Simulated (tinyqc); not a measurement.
# Worked calculation: short-channel transistor, virtual-source model with series resistance

Numbers from tinyqc (`OMP_NUM_THREADS=1 python tinyqc.py 2380034 2380035 out.jsonl`; about 0.01 s on one thread of a shared Intel Xeon 2.30GHz). Printed values are rounded.

The current per gate width is the charge at the top of the source barrier (the virtual source) times its velocity times a saturation function; al and be are fitting constants of the model. Units: I in uA/um, Rs in ohm um, so I Rs = 1e-6 I Rs in volts; Q in uC/cm^2, so I = 1e-4 Q vx0 Fsat with vx0 in cm/s.

Parameters, values chosen for the exercise: temperature T = 400 K; inversion capacitance Cinv = 2.85 uF/cm^2; velocity at the virtual source vx0 = 3.05e7 cm/s; apparent mobility mu = 240 cm^2/(V s); channel length L = 90 nm; threshold at zero drain voltage VT0 = 0.47 V; drain-induced barrier lowering dl = 0.058 V/V; subthreshold factor n0 = 1.18; growth of n with drain voltage nd = 0 1/V; threshold shift (in units of Vt) from weak to strong inversion al = 3.5; sharpness of saturation be = 1.4; series resistance of each contact Rs = 150 ohm um; gate voltage Vgs = 0.47 V; drain voltage Vds = 0.38 V.

Constants: q = 1.602176634e-19 C, kB = 1.380649e-23 J/K, Vt = kB T/q. Results are converted to the units shown.

## Iteration 1: current through the series resistance

I at the start = 0 uA/um

Intrinsic voltages Vg' = Vgs - I Rs, Vd' = Vds - 2 I Rs. n = n0 + nd Vd', VT = VT0 - dl Vd', Ff = 1/(1 + exp((Vg' - VT + al Vt/2)/(al Vt))), Q = Cinv n Vt ln(1 + exp((Vg' - VT + al Vt Ff)/(n Vt))), Vdsat = (vx0 L/mu)(1 - Ff) + Vt Ff, Fsat = u/(1 + u^be)^(1/be) with u = Vd'/Vdsat, and I(out) = Q vx0 Fsat per width. (Fsat takes the sign of u.) I(new) = I + 0.5 (I(out) - I).

Vg' = 0.47 V
Vd' = 0.38 V
VT = 0.447960 V
Ff = 0.335662
Q = 0.200792 uC/cm^2
Vdsat = 0.771407 V
Fsat = 0.393180
I(out) = 240.790 uA/um
I after iteration 1 = 120.395 uA/um

## Iteration 2: current through the series resistance

As before.

Vg' = 0.451941 V
Vd' = 0.343881 V
VT = 0.450055 V
Ff = 0.373874
Q = 0.165664 uC/cm^2
Vdsat = 0.729019 V
Fsat = 0.380844
I(out) = 192.431 uA/um
I after iteration 2 = 156.413 uA/um

## Course of the iteration: current through the series resistance

Stop when I changes by less than 1e-7 uA/um, or after 80 iterations.

Course of the iteration:
```
iteration  I (uA/um)  |change| (uA/um)
1            120.395               120
2            156.413              36.0
3            167.774              11.4
4            171.413              3.64
5            172.585              1.17
6            172.963             0.378
7            173.085             0.122
8            173.124            0.0393
9            173.137            0.0127
...              ...               ...
12           173.143           4.27e-4
13           173.143           1.38e-4
14           173.143           4.44e-5
15           173.143           1.43e-5
16           173.143           4.63e-6
17           173.143           1.49e-6
18           173.143           4.82e-7
19           173.143           1.55e-7
20           173.143           5.02e-8
```

Converged in 20 iterations. At the end each change is about 0.32 times the one before: linear convergence.

## What the series resistance costs

converged I = 173.143 uA/um
I0 = 240.790 uA/um

Intrinsic voltages Vg' = Vgs - I Rs, Vd' = Vds - 2 I Rs. n = n0 + nd Vd', VT = VT0 - dl Vd', Ff = 1/(1 + exp((Vg' - VT + al Vt/2)/(al Vt))), Q = Cinv n Vt ln(1 + exp((Vg' - VT + al Vt Ff)/(n Vt))), Vdsat = (vx0 L/mu)(1 - Ff) + Vt Ff, Fsat = u/(1 + u^be)^(1/be) with u = Vd'/Vdsat, and I = Q vx0 Fsat per width. I0 is the current for Rs = 0. Effective velocity I/Q; transit time L Q/I.

loss against I0 = 28.0939 %
effective velocity = 1.14403e7 cm/s
transit time = 0.786692 ps

The carriers leave the virtual source at 37.5 % of vx0: Vd' is not large against Vdsat.
